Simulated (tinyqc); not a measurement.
Gaussian against the exact two-step profile: two-step dopant diffusion (predeposition and drive-in) with a constant diffusivity. Computed by tinyqc, a small Python program. Command: `OMP_NUM_THREADS=1 python tinyqc.py 3030054 3030055 out.jsonl dopdiff walk`. One thread of a shared host (Intel(R) Xeon(R) Processor @ 2.30GHz), about 0.07 s of CPU time with the checks.

Fick diffusion into a half space x > 0 whose background doping C_B is of the opposite type, so that a junction lies where C = C_B.

Inputs (values chosen for the exercise, modelled on boron in silicon):

| quantity | value | unit |
|---|---|---|
| prefactor D0 | 0.864 | cm^2/s |
| activation energy E | 3.53 | eV |
| surface concentration C_s | 1.2e+20 | 1/cm^3 |
| background doping C_B | 3.1e+16 | 1/cm^3 |
| predeposition temperature T1 | 1025 | C |
| predeposition time t1 | 5 | min |
| drive-in temperature T2 | 1000 | C |
| drive-in time t2 | 90 | min |
| ramp rate | 2 | C/min |
| stand-by temperature | 800 | C |

Furnace ramps of the drive-in: linear ramps.

Constants: k_B = 8.617333262e-05 eV/K.

Method:
- D = D0 exp(-E/(k_B T)).
- Temperatures in kelvin are T(C) + 273.15.
- Times in seconds are 60 times the minutes.
- One ramp between the stand-by temperature and T2 adds int D dT / rate (40-point Gauss-Legendre); the usual estimate counts it as an extra time k_B T2^2/(E rate) at T2. (Dt)2 = D2 t2 + two ramps, times in seconds.
- C = C_s erfc(x/(2 sqrt(D1 t1))); dose Q = 2 C_s sqrt(D1 t1/pi); the junction solves erfc(z) = C_B/C_s with x_j = 2 z sqrt(D1 t1).
- With a sealed surface and a thin source, C = Q/sqrt(pi (Dt)2) exp(-x^2/(4 (Dt)2)); x_j = 2 sqrt((Dt)2 ln(C(0)/C_B)); gradient at the junction |dC/dx| = C_B x_j/(2 (Dt)2).
- Exact two-step profile: C = (2 C_s/pi) int_0^alpha exp(-beta (1 + u^2))/(1 + u^2) du with alpha = sqrt(D1 t1/(Dt)2), beta = x^2/(4 (D1 t1 + (Dt)2)).
- The integral takes 48 Gauss-Legendre points; solve C(x) = C_B.
- Gaussian: C = Q/sqrt(pi (Dt)2) exp(-x^2/(4 (Dt)2)).
- Depths are fractions of the Gaussian x_j.

surface concentration C(0) (Gaussian) = 2.06431e+19 1/cm^3

junction depth x_j = 0.426983 um

drive-in budget (Dt)2 = 7.01086e-11 cm^2

product D1 t1 = 5.11913e-12 cm^2

exact junction depth = 0.436620 um

Profiles:

| x/x_j | x (um) | Gaussian (1/cm^3) | exact (1/cm^3) | ratio |
|---|---|---|---|---|
| 0.0 | 0.00000 | 2.0643e+19 | 2.0162e+19 | 1.0239 |
| 0.2 | 0.08540 | 1.5916e+19 | 1.5731e+19 | 1.0117 |
| 0.4 | 0.17079 | 7.2950e+18 | 7.4741e+18 | 0.9760 |
| 0.6 | 0.25619 | 1.9877e+18 | 2.1633e+18 | 0.9188 |
| 0.8 | 0.34159 | 3.2195e+17 | 3.8175e+17 | 0.8434 |
| 1.0 | 0.42698 | 3.1000e+16 | 4.1116e+16 | 0.7540 |
| 1.2 | 0.51238 | 1.7744e+15 | 2.7063e+15 | 0.6557 |

With D1 t1/(Dt)2 = 0.073, the Gaussian is 2.4 % high at the surface and 25 % low at its own junction; the exact junction lies at 0.4366 um, 2.3 % deeper. The dose is the same, but the real source already has a width, which carries into the tail. Caution: the drive-in budget is under fifteen times D1 t1, so the source is not thin and the Gaussian junction is too shallow. Caution: the surface value exceeds the intrinsic carrier density during the drive-in as well. Caution: C_s exceeds the intrinsic carrier density of silicon at the predeposition temperature (2e18 to 1e19 per cm^3), where real diffusivities rise with concentration and profiles turn box-like.
